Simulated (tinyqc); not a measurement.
RKS/B3LYP (VWN-RPA form) in the sto-3g basis, for BeH2, spin multiplicity 1, step by step. One step of it, computed by the program tinyqc.

Task: Iteration 7 (converged): orbitals. Diagonalise F' = X^T F X, C = X C', fill 3 alpha and 3 beta electrons from the bottom; D = 2 C_occ C_occ^T. Each column has its largest component positive (the first on a tie).

converged F (hartree), lower triangle:
```
            1Be 1s     1Be 2s   1Be 2px    1Be 2py    1Be 2pz      2H 1s      3H 1s
1Be 1s   -3.883733
1Be 2s   -1.139233  -0.519468
1Be 2px   0.000000   0.000000  0.040214
1Be 2py  -0.000046  -0.003741  0.000000  -0.101319
1Be 2pz   0.000408  -0.001123  0.000000  -0.000143   0.040115
2H 1s    -0.219070  -0.251732  0.000000  -0.206847  -0.004725  -0.180800
3H 1s    -0.199523  -0.239283  0.000000   0.200860  -0.004542  -0.019823  -0.171851
```

X, lower triangle:
```
            1Be 1s     1Be 2s   1Be 2px    1Be 2py    1Be 2pz      2H 1s     3H 1s
1Be 1s    1.028568
1Be 2s   -0.151422   1.177678
1Be 2px   0.000000   0.000000  1.000000
1Be 2py  -0.000428   0.009895  0.000000   1.254247
1Be 2pz  -0.000446   0.004262  0.000000   0.000250   1.000120
2H 1s     0.020840  -0.252950  0.000000  -0.349609  -0.007126   1.210465
3H 1s     0.020794  -0.234527  0.000000   0.333001  -0.006684  -0.065393  1.191177
```

Give: F' = X^T F X; orbital energies; coefficients C; D after iteration 7.

Result:

F' = X^T F X (hartree), lower triangle:
```
         1        2       3        4        5        6       7
1  -3.7808
2  -0.6303  -0.1754
3   0.0000   0.0000  0.0402
4   0.0005   0.0040  0.0000   0.1533
5  -0.0001   0.0029  0.0000   0.0001   0.0402
6  -0.0211  -0.1796  0.0000  -0.2654  -0.0054   0.0216
7  -0.0144  -0.1680  0.0000   0.2552  -0.0051  -0.0603  0.0138
```

orbital energies (hartree): MO1 -3.8890, MO2 -0.2936, MO3 -0.2541, MO4 0.0399, MO5 0.0402, MO6 0.1834, MO7 0.4861

coefficients C:
```
             MO1      MO2      MO3      MO4     MO5      MO6      MO7
1Be 1s    0.9887  -0.2251   0.0176   0.0134  0.0000  -0.2301  -0.0078
1Be 2s    0.0432   0.6223  -0.0547  -0.0557  0.0000   1.0633   0.0556
1Be 2px   0.0000   0.0000   0.0000   0.0000  1.0000   0.0000   0.0000
1Be 2py   0.0002   0.0399   0.4807   0.0004  0.0000  -0.0317   1.2541
1Be 2pz   0.0000   0.0054  -0.0003   0.9983  0.0000   0.0610   0.0019
2H 1s    -0.0067   0.4082   0.4012   0.0276  0.0000  -0.7299  -0.8917
3H 1s    -0.0067   0.3379  -0.4675   0.0284  0.0000  -0.7695   0.8147
```

D after iteration 7, lower triangle:
```
          1Be 1s   1Be 2s  1Be 2px  1Be 2py  1Be 2pz    2H 1s   3H 1s
1Be 1s    2.0571
1Be 2s   -0.1968   0.7842
1Be 2px   0.0000   0.0000   0.0000
1Be 2py  -0.0007  -0.0030   0.0000   0.4653
1Be 2pz  -0.0024   0.0067   0.0000   0.0002   0.0001
2H 1s    -0.1830   0.4636   0.0000   0.4182   0.0042   0.6553
3H 1s    -0.1818   0.4712   0.0000  -0.4226   0.0039  -0.0991  0.6657
```
